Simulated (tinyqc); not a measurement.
From one set of inputs to another, one input at a time: correction of a charged-defect supercell by a model charge and potential alignment (plane-averaged potentials). Computed by tinyqc, a small Python program. Command: `OMP_NUM_THREADS=1 python tinyqc.py 3113830 3113831 out.jsonl align ladder`. One thread of a shared host (Intel(R) Xeon(R) Processor @ 2.30GHz), about 0.02 s of CPU time with the checks.

The "true" defect charge is (1 - x) q in a Gaussian of width sigma plus x q in one of width sigma_t, so the exact answer is known; the correction sees only a single model Gaussian of width sigma_m. A Gaussian of width s has the transform rho(G) = exp(-G^2 s^2/2), normalised to 1. A uniform background cancels q, so G = 0 is left out. Potentials are those felt by a unit positive charge. E_0 is the formation energy of the isolated defect, E_cell its value in the supercell, E_lat = E_iso - E_per of the model charge, C the true less the model potential far from the defect; the exact correction is E_0 - E_cell, and the error of a scheme is E_cell plus its correction less E_0.

The inputs printed are set A. Inputs not listed in the table keep their values of set A, so the rows need not describe a real material.

Inputs (values chosen for the exercise, with screening close to that of Al2O3):
```
quantity                                     value      unit
defect charge q                                 -2         e
dielectric constant eps                       8.79         -
edge of the cubic cell L                      15.5  angstrom
width sigma of the true defect charge          1.3  angstrom
width sigma_m of the model charge                1  angstrom
share x of the charge in a wide tail          0.31         -
width sigma_t of the tail                      2.5  angstrom
formation energy of the isolated defect E_0   4.02        eV
```

Constants: e^2/(4 pi eps_0) = 14.39964548 eV angstrom.

Method:
- Periodic energy E_per = (2 pi q^2/(eps L^3)) (e^2/(4 pi eps_0)) sum_(G != 0) rho(G)^2/G^2, G = (2 pi/L)(n1, n2, n3), |n_i| <= 16. Isolated energy: two Gaussians of charges q_a, q_b and widths a, b interact by q_a q_b (e^2/(4 pi eps_0 eps)) sqrt(2/pi)/sqrt(a^2 + b^2), and the self-energy is half the sum over pairs.
- Supercell value E_cell = E_0 + E_per - E_iso for the true charge.
- E_lat = E_iso - E_per for the model charge; point-charge value alpha q^2 e^2/(4 pi eps_0 eps 2 L) with alpha = 2.837297.
- Plane-averaged potential at distance z from the defect: V(z) = (4 pi q/(eps L^3)) (e^2/(4 pi eps_0 e)) sum_(m != 0) rho(G_m) cos(G_m z)/G_m^2, G_m = 2 pi m/L, |m| <= 40.
- C = difference at z = L/2; E_corr = E_cell + E_lat - q C. For charges that have died out at L/2, C = (2 pi q/(eps L^3)) (e^2/(4 pi eps_0 e)) (<s^2> - sigma_m^2), <s^2> = (1 - x) sigma^2 + x sigma_t^2.

Each row keeps all changes above it:
```
input moved                                       from    to  alignment C (V)  error without alignment (meV)  error with the point-charge term alone (meV)
set A                                                -     -        -0.011558                         23.256                                        34.313
dielectric constant eps                           8.79  9.74        -0.010431                         20.988                                        30.966
edge of the cubic cell L (angstrom)               15.5  18.4        -0.006269                         12.547                                        18.512
width sigma_m of the model charge (angstrom)         1   1.5        -0.002541                          5.091                                        18.512
share x of the charge in a wide tail              0.31     0         0.001670                         -3.340                                        10.080
width sigma_t of the tail (angstrom)               2.5   3.7         0.001670                         -3.340                                        10.080
width sigma of the true defect charge (angstrom)   1.3   1.8        -0.002952                          5.905                                        19.325
```

Alignment C goes from -0.0116 to -0.00295, +0.00861 in all. The largest single move comes from width sigma of the true defect charge (-0.00462), but it runs against the net change; the largest move in the direction of the net change is share x of the charge in a wide tail (+0.00421). Error without alignment goes from 23.3 to 5.90, -17.4 in all. The largest single move comes from width sigma of the true defect charge (+9.25), but it runs against the net change; the largest move in the direction of the net change is edge of the cubic cell L (-8.44). Error with the point-charge term alone goes from 34.3 to 19.3, a factor 0.563 in all. The largest single move comes from width sigma of the true defect charge (a factor 1.92), but it runs against the net change; the largest move in the direction of the net change is share x of the charge in a wide tail (a factor 0.545). The single moves hold for this order of the switches; the total does not depend on the order.

Extremes, crossings and ranges named in words are read from the listed rows.
